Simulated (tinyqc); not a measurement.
Recursion (Haydock) method for the local density of states: bulk site of a cubic lattice, step by step. Values are carried at full precision from step to step, so a last printed digit may differ when a step is redone from the rounded ones.

One orbital a site at energy 0, hopping -t to the 6 nearest neighbours of a cubic lattice; the start u0 is a site in the bulk, with energy V. Recursion: a_n = <u_n|H|u_n>, b_(n+1) u_(n+1) = (H - a_n) u_n - b_n u_(n-1), b > 0. G(z) = 1/(z - a0 - b1^2/(z - a1 - b2^2/(...))), z = E + i eta. After n levels the tail is b_n^2 T with the square-root terminator T = (z - sqrt(z - 2b) sqrt(z + 2b))/(2 b^2), b = 3t so that the band edges lie at -/+ 6t.

Parameters, chosen for this exercise:
```
symbol  value  unit  meaning
t       0.56   eV    hopping
V       0      eV    shift of the starting site
n       5            levels kept
E       -2.22  eV    energy
eta     0.028  eV    broadening
```

## The coefficients

Carry the recursion for n levels; the lattice is large enough that no wall is met.

Coefficients:
```
n  a_n (eV)  b_(n+1) (eV)  b_(n+1)^2/t^2
0    0.0000       1.37171         6.0000
1    0.0000       1.68000         9.0000
2    0.0000       1.72098         9.4444
3    0.0000       1.63799         8.5556
4    0.0000       1.70750         9.2970
```

b1^2/t^2 = 6 counts the neighbours of the start. All a_n vanish because the lattice is bipartite and V = 0. The b_n tend to a quarter of the band width, 1.680 eV.

## Moments from the coefficients

For a1 = a2 = 0: mu1 = a0, mu2 = a0^2 + b1^2, mu3 = a0^3 + 2 a0 b1^2, mu4 = a0^4 + 3 a0^2 b1^2 + b1^4 + b1^2 b2^2.

mu1 to mu4 (eV^n): [0.000, 1.882, 0.000, 8.851]

mu4/t^4 = 90 is the number of closed walks of four steps.

## The continued fraction at one energy

Start from the terminator and work up: G_i = 1/(z - a_i - S_i), S_i = b_(i+1)^2 G_(i+1), with T in place of G_n. The density is -Im G_0/pi.

Levels of the fraction:
```
i         S_i (eV)       G_i (1/eV)
4  -1.1339-1.2884i  -0.3729-0.4520i
3  -1.0005-1.2127i  -0.4029-0.4100i
2  -1.1934-1.2142i  -0.3953-0.4783i
1  -1.1157-1.3501i  -0.3541-0.4419i
0  -0.6663-0.8315i  -0.4928-0.2726i
```

local density of states = 0.0868 1/eV

A direct sum over the zone gives 0.0882 1/eV at the same z; 5 levels miss it by -1.6 %.

## Checks

- G from 7 levels against a direct sum over the zone at E = 5.3760 eV, above the band (1/eV): both 0.20070.

Computed by tinyqc, a small Python program: `OMP_NUM_THREADS=1 python tinyqc.py 1452651 1452652 out.jsonl` (the numbers bound the seed that draws the inputs); one thread of a shared host (Intel(R) Xeon(R) Processor @ 2.30GHz), about 0.07 s for the whole set of steps.
